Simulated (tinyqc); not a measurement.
# Worked calculation: absorption edge of a degenerate semiconductor, band filling against gap narrowing

Numbers from tinyqc (`OMP_NUM_THREADS=1 python tinyqc.py 2330075 2330076 out.jsonl`; about 0.01 s on one thread of a shared Intel Xeon 2.30GHz). Printed values are rounded.

n-type, parabolic bands, full ionisation. eta = (EF - Ec)/kB T solves N = Nc F12(eta), F12(x) = (2/sqrt(pi)) int_0^infinity sqrt(u)/(1 + exp(u - x)) du. The gap shrinks rigidly by dEg = a3 y^(1/3) + a4 y^(1/4) + a2 y^(1/2), y = N/1e18 cm^-3, an empirical law that is here taken as the true narrowing.

Parameters, values chosen for the exercise; band and dielectric values close to those of gallium arsenide: temperature T = 300 K; band gap Eg = 1.43 eV; conduction-band density of states at 300 K, from me Nc = 4.41e17 cm^-3; electron mass me = 0.0676 m0; hole mass mh = 0.491 m0; ionised donor density N = 1.4e18 cm^-3; coefficient of (N/1e18)^(1/3) a3 = 18.5 meV; coefficient of (N/1e18)^(1/4) a4 = 7.1 meV; coefficient of (N/1e18)^(1/2) a2 = 1.9 meV.

Constants: q = 1.602176634e-19 C, kB = 1.380649e-23 J/K, h = 6.62607015e-34 J s, c = 299792458 m/s, Vt = kB T/q. Results are converted to the units shown.

Range of the model: Band tails, non-parabolic bands and incomplete ionisation are left out.

## Iteration 1: Fermi level

eta at the start (Boltzmann value) = 1.1552

Newton step on ln F12(eta) = ln(N/Nc): eta(new) = eta - ln(Nc F12/N) F12/Fm, Fm(x) = dF12/dx = (1/sqrt(pi)) int_0^infinity u^(-1/2)/(1 + exp(u - x)) du.

F12 = 1.74041
Fm = 1.09630
eta after iteration 1 = 2.10940

## Course of the iteration

Stop when eta changes by less than 1e-9.

Course of the iteration:
```
iteration,eta,change
1,2.10940,0.954
2,2.23029,0.121
3,2.23202,1.73e-3
4,2.23202,3.46e-7
5,2.23202,< 1e-13
```

Converged in 5 iterations.

## The optical edge

converged eta = 2.23202

Vertical transitions need an empty final state: the edge is taken where the state lies 4 kB T below EF, E_opt = Eg - dEg + (1 + me/mh) max(eta - 4, 0) kB T; wavelength h c/(q E_opt).

dEg = 30.6669 meV
EF - Ec = 57.7021 meV
filling shift = 0 meV
E_opt = 1.39933 eV
wavelength = 886.024 nm

The edge lies 30.7 meV below the undoped gap: narrowing outweighs filling.
